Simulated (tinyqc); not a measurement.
Tight binding, honeycomb lattice, step by step. One step of it, computed by the program tinyqc.

Question. Bloch Hamiltonian at K. H_AB = -t1 (1 + exp(-i k.a1) + exp(-i k.a2)); H_AA = delta - 2 t2 sum cos(k.b + phi), H_BB = -delta - 2 t2 sum cos(k.b - phi), b = a1, a2 - a1, -a2.

Parameters chosen for this model:

| parameter | value | unit |
|---|---|---|
| t1 | 2.450000 | eV, nearest |
| t2 | 0.340000 | eV, second neighbours |
| phi | 0 | rad, phase of t2 (Haldane) |
| delta | 0.600000 | eV, +/- on A and B |

k point K (fractions of the reciprocal vectors): 0.333333  0.666667

Give: H(k) at K.

Answer.

H(k) at K (eV):
```
        A       B
A  1.6200  0.0000
B  0.0000  0.4200
```
